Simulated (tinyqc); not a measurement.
Double-gate transistor below threshold, two-dimensional Poisson equation on a small mesh: one step of the calculation.

Half of a symmetric double-gate structure: row 0 is the mid-plane of the body, where the normal field vanishes. Mobile charge is neglected (subthreshold), the body is fully depleted, and potentials are counted from the intrinsic level; rows run upward to the gate, columns from source to drain.

Task. Barrier, swing and barrier lowering. The barrier is read along row 0, the path farthest from the gate. Take the node j of lowest psi: barrier Vbi - psi_j; swing Vt ln 10/(d psi_j/dVg); DIBL = (d psi_j/dVd)/(d psi_j/dVg). The derivatives solve the same equations with s = 0 and a unit change of that voltage.

Parameters, values chosen for the exercise: temperature T = 250 K; potential of the source Vbi = 0.54 V.

Constants: q = 1.602176634e-19 C, kB = 1.380649e-23 J/K, Vt = kB T/q. Results are converted to the units shown.

converged psi (V):

|  | j=0 | j=1 | j=2 | j=3 | j=4 | j=5 | j=6 |
|---|---|---|---|---|---|---|---|
| row 0 | 0.54000000 | 0.07483361 | -0.08279349 | -0.11651776 | -0.07819343 | 0.09135821 | 0.59000000 |
| row 1 | 0.54000000 | 0.05981705 | -0.08884344 | -0.12003575 | -0.08460102 | 0.07528936 | 0.59000000 |
| row 2 | 0.54000000 | 0.01242524 | -0.10636488 | -0.13006030 | -0.10316247 | 0.02457009 | 0.59000000 |
| row 3 | 0.19000000 | -0.06801346 | -0.13166491 | -0.14423312 | -0.12997179 | -0.06153309 | 0.21500000 |
| row 4 | -0.16000000 | -0.16000000 | -0.16000000 | -0.16000000 | -0.16000000 | -0.16000000 | -0.16000000 |

d psi/dVg on row 0: j=0 0.00000000, j=1 0.66469529, j=2 0.89033581, j=3 0.94002449, j=4 0.89033581, j=5 0.66469529, j=6 0.00000000
d psi/dVd on row 0: j=0 0.0000000, j=1 0.0024063, j=2 0.0088315, j=3 0.0299878, j=4 0.1008327, j=5 0.3328984, j=6 1.0000000

Give: j; barrier; swing; DIBL.

Result.

j = 3
barrier = 0.65652 V
swing = 52.770 mV/decade
DIBL = 31.901 mV/V

Numbers from tinyqc (`OMP_NUM_THREADS=1 python tinyqc.py 2480019 2480020 out.jsonl`; about 0.09 s on one thread of a shared Intel Xeon 2.30GHz).
